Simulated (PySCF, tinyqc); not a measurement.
CIS and TDHF on RHF in the sto-3g basis, for H3+, spin multiplicity 1, step by step. The lowest restricted solution is unstable here: a spin-polarised one lies 0.0001 hartree lower (PySCF). Computed by tinyqc, a small Python program that keeps every step (integrals from PySCF). Settings: charge = 1, multiplicity = 1, basis = sto-3g, method = RHF, energy threshold = 1e-10, iteration cap = 74, orthogonalisation = symmetric, start = atomic densities, DIIS depth = 6, TDHF = 1. Command: `OMP_NUM_THREADS=1 python tinyqc.py 27189 27190 out.jsonl` (the two numbers bound the seeds that draw the settings). One thread of a shared host (Intel(R) Xeon(R) Processor @ 2.60GHz), about 0.06 s of CPU time with the checks. The early iterations of the SCF are left out here.

## One-electron integrals

Geometry (angstrom):
```
atom         x         y          z
H     0.000000  0.000000   0.000000
H     0.000000  0.000000   1.041000
H     0.000000  0.258000  -1.009000
```

Basis sto-3g: exponents (1/bohr^2) and contraction coefficients of normalised primitives:
```
element  l (shell)  exponent  coefficient
H            s (1)  3.425251     0.154329
H            s (1)  0.623914     0.535328
H            s (1)  0.168855     0.444635
```

Overlap, kinetic and nuclear-attraction integrals over the contracted functions; the nuclear repulsion is the sum of Za Zb / Rab.

nuclear repulsion = 1.27255984 hartree

overlap S:
```
          1H 1s     2H 1s     3H 1s
1H 1s  1.000000  0.472658  0.472393
2H 1s  0.472658  1.000000  0.106843
3H 1s  0.472393  0.106843  1.000000
```

kinetic energy T (hartree):
```
          1H 1s      2H 1s      3H 1s
1H 1s  0.760032   0.096800   0.096644
2H 1s  0.096800   0.760032  -0.010769
3H 1s  0.096644  -0.010769   0.760032
```

nuclear attraction V (hartree):
```
           1H 1s      2H 1s      3H 1s
1H 1s  -2.216496  -0.905657  -0.905018
2H 1s  -0.905657  -1.977700  -0.189488
3H 1s  -0.905018  -0.189488  -1.977504
```

core Hamiltonian H = T + V (hartree):
```
           1H 1s      2H 1s      3H 1s
1H 1s  -1.456464  -0.808857  -0.808374
2H 1s  -0.808857  -1.217668  -0.200257
3H 1s  -0.808374  -0.200257  -1.217472
```

## Two-electron integrals

Functions are numbered as in S; the eight-fold symmetry (ij|kl) = (ji|kl) = (kl|ij) leaves the list below.

Two-electron integrals (ij|kl) in chemists' order, unique and non-zero (hartree):
```
(11|11) 0.774606   (21|11) 0.290773   (21|21) 0.141605   (22|11) 0.464891
(22|21) 0.290773   (22|22) 0.774606   (31|11) 0.290568   (31|21) 0.102212
(31|22) 0.160245   (31|31) 0.141429   (32|11) 0.062379   (32|21) 0.026517
(32|22) 0.049198   (32|31) 0.026502   (32|32) 0.005825   (33|11) 0.464745
(33|21) 0.160311   (33|22) 0.255440   (33|31) 0.290568   (33|32) 0.049198
(33|33) 0.774606
```

## Orthogonalisation

S = U s U^T; symmetric (Loewdin) form X = U s^(-1/2) U^T, so that X^T S X = 1.

eigenvalues of S: 0.383037  0.893157  1.723805

X:
```
           1H 1s      2H 1s      3H 1s
1H 1s   1.222742  -0.301116  -0.300916
2H 1s  -0.301116   1.106470   0.048278
3H 1s  -0.300916   0.048278   1.106332
```

## Iteration 9 (converged): orbitals

converged F (hartree):
```
           1H 1s      2H 1s      3H 1s
1H 1s  -0.755064  -0.605982  -0.605683
2H 1s  -0.605982  -0.540186  -0.242824
3H 1s  -0.605683  -0.242824  -0.540076
```

Diagonalise F' = X^T F X, C = X C', fill 1 alpha and 1 beta electrons from the bottom; D = 2 C_occ C_occ^T. Each column has its largest component positive (the first on a tie).

F' = X^T F X (hartree):
```
           1          2          3
1  -0.378838  -0.415223  -0.414976
2  -0.415223  -0.335593  -0.002784
3  -0.414976  -0.002784  -0.335720
```

orbital energies (hartree): MO1 -0.946026, MO2 -0.332872, MO3 0.228747

coefficients C:
```
            MO1        MO2        MO3
1H 1s  0.583554  -0.000126   1.155761
2H 1s  0.350908  -0.747970  -0.796669
3H 1s  0.350785   0.748441  -0.796014
```

D after iteration 9:
```
          1H 1s     2H 1s     3H 1s
1H 1s  0.681070  0.409547  0.409404
2H 1s  0.409547  0.246272  0.246187
3H 1s  0.409404  0.246187  0.246101
```

## Convergence

Stop when the energy changes by less than 1e-10 hartree and every element of the error matrix X^T (F D S - S D F) X is below 3e-06.

Course of the cycle:
```
iteration  E (hartree)     change  largest element of the error matrix
1          -0.66363700          -                             5.74e-02
2          -1.18065782  -5.17e-01                             7.31e-03
3          -1.18070720  -4.94e-05                             1.57e-03
4          -1.18070957  -2.38e-06                             1.48e-04
5          -1.18070959  -1.58e-08                             7.67e-05
6          -1.18070959  -3.00e-09                             5.30e-05
7          -1.18070959  -1.10e-09                             4.09e-05
8          -1.18070960  -1.64e-09                             5.98e-11
9          -1.18070960   0.000000                             4.70e-11
```

PySCF RHF in the same basis = -1.18070960 hartree

Converged in 9 iterations.

## Integrals over molecular orbitals

(pq|rs) = sum C_ip C_jq C_kr C_ls (ij|kl), one index at a time.

one-electron integrals over orbitals h = C^T H C (hartree):
```
           1          2          3
1  -1.507243   0.000077  -0.094286
2   0.000077  -1.139008  -0.000056
3  -0.094286  -0.000056  -0.766843
```

Two-electron integrals over orbitals (pq|rs), unique and non-zero (hartree):
```
(11|11) 0.561217    (21|11) -0.000077   (21|21) 0.146316    (22|11) 0.476226
(22|21) 0.000117    (22|22) 0.529568    (31|11) 0.094286    (31|21) 0.000026
(31|22) -0.041058   (31|31) 0.136961    (32|11) 0.000041    (32|21) -0.141367
(32|22) -0.000121   (32|31) -0.000067   (32|32) 0.158668    (33|11) 0.566275
(33|21) -0.000116   (33|22) 0.504842    (33|31) 0.082393    (33|32) 0.000094
(33|33) 0.604263
```

## CIS matrix, singlets

A(ia,jb) = (e_a - e_i) d_ij d_ab + 2 (ia|jb) - (ij|ab).

CIS matrix A, singlet (hartree):
```
          1>2       1>3
1>2  0.429560  0.000011
1>3  0.000011  0.882420
```

## CIS singlet states

dipole integrals <i|r|a> (bohr):
```
            x          y          z
1>2  0.000000   0.178299  -1.416549
1>3  0.000000  -0.157497  -0.020306
```

Diagonalise A (1 hartree = 27.211386 eV); each vector has its largest component positive (the first on a tie). The transition dipole is mu = sqrt2 sum c_ia <i|r|a>.

singlet excitation energies (eV): 11.688924  24.011867

lowest vectors:
```
       state 1   state 2
1>2   1.000000  0.000025
1>3  -0.000025  1.000000
```

oscillator strengths 2/3 w |mu|^2: 1.167488  0.029670

## TDHF (RPA) singlet states

B(ia,jb) = 2 (ia|jb) - (ib|ja); the squared energies are the eigenvalues of (A - B)(A + B); 1 hartree = 27.211386 eV.

TDHF matrix B, singlet (hartree):
```
          1>2       1>3
1>2  0.146316  0.000026
1>3  0.000026  0.136961
```

squared energies w^2 (hartree^2): 0.163113  0.759906

TDHF energies from the positive w^2 (eV): 10.989944  23.720876

## CIS matrix, triplets

A(ia,jb) = (e_a - e_i) d_ij d_ab - (ij|ab).

CIS matrix A, triplet (hartree):
```
           1>2        1>3
1>2   0.136928  -0.000041
1>3  -0.000041   0.608497
```

## CIS triplet states

Diagonalise A (1 hartree = 27.211386 eV); each vector has its largest component positive (the first on a tie).

triplet excitation energies (eV): 3.725992  16.558059

lowest vectors:
```
      state 1    state 2
1>2  1.000000  -0.000087
1>3  0.000087   1.000000
```

## TDHF (RPA) triplet states

B(ia,jb) = - (ib|ja); the squared energies are the eigenvalues of (A - B)(A + B); 1 hartree = 27.211386 eV.

TDHF matrix B, triplet (hartree):
```
           1>2        1>3
1>2  -0.146316  -0.000026
1>3  -0.000026  -0.136961
```

squared energies w^2 (hartree^2): -0.002659  0.351511

TDHF energies from the positive w^2 (eV): 16.133180

A + B or A - B has a negative eigenvalue: the restricted solution is unstable towards a spin-polarised one, a negative w^2 means an imaginary energy, and the lowest roots have no physical meaning.
